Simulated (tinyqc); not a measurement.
Worked calculation: RHF in the sto-6g basis, for BeH2, spin multiplicity 1. One step of it, computed by the program tinyqc.

Question. Orthogonalisation. S = U s U^T; canonical form X = U s^(-1/2), so that X^T S X = 1. Each column of U has its largest component positive (the first on a tie).

overlap S, lower triangle:
```
           1Be 1s    1Be 2s   1Be 2px    1Be 2py   1Be 2pz     2H 1s     3H 1s
1Be 1s   1.000000
1Be 2s   0.254764  1.000000
1Be 2px  0.000000  0.000000  1.000000
1Be 2py  0.000000  0.000000  0.000000   1.000000
1Be 2pz  0.000000  0.000000  0.000000   0.000000  1.000000
2H 1s    0.085295  0.491785  0.000000   0.543419  0.045753  1.000000
3H 1s    0.085295  0.491785  0.000000  -0.543419  0.045753  0.050678  1.000000
```

Give: eigenvalues of S; X.

Answer.

eigenvalues of S: 0.2057  0.3111  0.9229  1.0000  1.0063  1.7436  1.8104

X:
```
               1        2        3       4        5        6       7
1Be 1s    0.0000  -0.2739   0.9390  0.0000  -0.2563   0.0000  0.2312
1Be 2s    0.0000   1.3054  -0.1280  0.0000  -0.0506   0.0000  0.4997
1Be 2px   0.0000   0.0000   0.0000  1.0000   0.0000   0.0000  0.0000
1Be 2py   1.5331   0.0000   0.0000  0.0000   0.0000   0.5443  0.0000
1Be 2pz   0.0000   0.1120   0.2768  0.0000   0.9575   0.0000  0.0397
2H 1s    -1.1204  -0.8434  -0.2332  0.0000   0.0661   0.3724  0.3519
3H 1s     1.1204  -0.8434  -0.2332  0.0000   0.0661  -0.3724  0.3519
```
